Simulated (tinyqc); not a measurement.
Capture against temperature: configuration-coordinate model of carrier capture at a defect.

Two parabolas of equal curvature k in one coordinate Q: with the carrier free at the band edge, U_f = k Q^2/2; with the carrier trapped, U_t = k (Q - dQ)^2/2 - ET. ER = k dQ^2/2, Huang-Rhys factor S = ER/hw, hw = 0.0646541 sqrt(k/M) eV for k in eV/angstrom^2 and M in u. The curves cross at a height Eb = (ER - ET)^2/(4 ER) above the free minimum.

Multiphonon factor for giving p = ET/hw phonons to the lattice: W = exp(-S (2 nb + 1)) ((nb + 1)/nb)^(p/2) I_p(x), nb = 1/(exp(hw/kT) - 1), x = 2 S sqrt(nb (nb + 1)), I_p the modified Bessel function. Classical limit: W = hw exp(-Eb/kT)/sqrt(4 pi ER kT). At T = 0: exp(-S) S^p/Gamma(p + 1).

Constants: kB = 8.617333262e-05 eV/K.

Parameters, chosen for this exercise (out of a larger set: of the size met at a deep level in Si; not measured data):
- ET = 0.46 eV (thermal depth of the level below the band edge)
- ER = 0.13 eV (relaxation energy)
- hw = 0.034 eV (phonon energy of the mode)

The local activation energy is -d ln W/d(1/kT), by central differences with T changed by 1 %.

Against T:

| T (K) | kT/hw | log10 W | log10 W, classical | activation energy (eV) |
|---|---|---|---|---|
| 40 | 0.101 | -4.177 | -26.730 | 0.0000 |
| 60 | 0.152 | -4.173 | -18.023 | 0.0003 |
| 80 | 0.203 | -4.156 | -13.687 | 0.0017 |
| 120 | 0.304 | -4.065 | -9.378 | 0.0088 |
| 160 | 0.406 | -3.920 | -7.241 | 0.0204 |
| 220 | 0.558 | -3.667 | -5.511 | 0.0408 |
| 300 | 0.760 | -3.344 | -4.299 | 0.0672 |
| 400 | 1.014 | -3.008 | -3.482 | 0.0941 |
| 550 | 1.394 | -2.639 | -2.832 | 0.1212 |

log10 W at T = 0 = -4.177
Eb = 0.2094 eV

At 40 K log10 W is -4.18, against -4.18 at T = 0 and -26.7 classically; at 550 K the two forms differ by +0.19. The activation energy read from an Arrhenius plot goes from 0.000 eV at 40 K to 0.121 at 550 K, with its largest value 0.121 at 550 K, against Eb = 0.209 eV; the classical form itself gives Eb - kT/2. A measured slope therefore understates the barrier.

Run: tinyqc, `OMP_NUM_THREADS=1 python tinyqc.py 1480919 1480920 out.jsonl`; Intel(R) Xeon(R) Processor @ 2.30GHz, one thread, shared host; about 0.01 s of CPU time with all checks.
